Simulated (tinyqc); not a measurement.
Haynes-Shockley experiment: drift, diffusion and decay of a minority-carrier pulse: one step, computed by the program tinyqc. Command: `OMP_NUM_THREADS=1 python tinyqc.py 3111593 3111594 out.jsonl haynes walk`. One thread of a shared host (Intel(R) Xeon(R) Processor @ 2.30GHz), about 0.01 s of CPU time with the checks.

A thin sheet of excess carriers is made at x = 0, t = 0 in a long uniform bar; injection is low, so the pulse moves with the minority mobility.

Task: Simple reading of the pulse. With w the full width at half maximum: mu = d/(F t_p); D = (w d)^2/(16 ln2 t_p^3); Einstein ratio D/mu against k_B T/e.

Inputs (values chosen for the exercise, modelled on holes in n-type germanium in a lightly doped bar): minority mobility mu = 1840 cm^2/(V s); temperature T = 300 K; field F = 5.8 V/cm; distance d to the collector = 0.55 cm.

time of the peak t_p = 50.60576 microsecond

width at half maximum = 15.13623 microsecond

D = 47.56768 cm^2/s

Constants: k_B = 8.617333262e-05 eV/K.

Give: apparent mobility; apparent D; apparent D/mu; error of mu; error of D.

Result:

apparent mobility = 1874 cm^2/(V s)

apparent D = 48.22 cm^2/s

apparent D/mu = 25.73 mV

error of mu = 1.840 %

error of D = 1.369 %
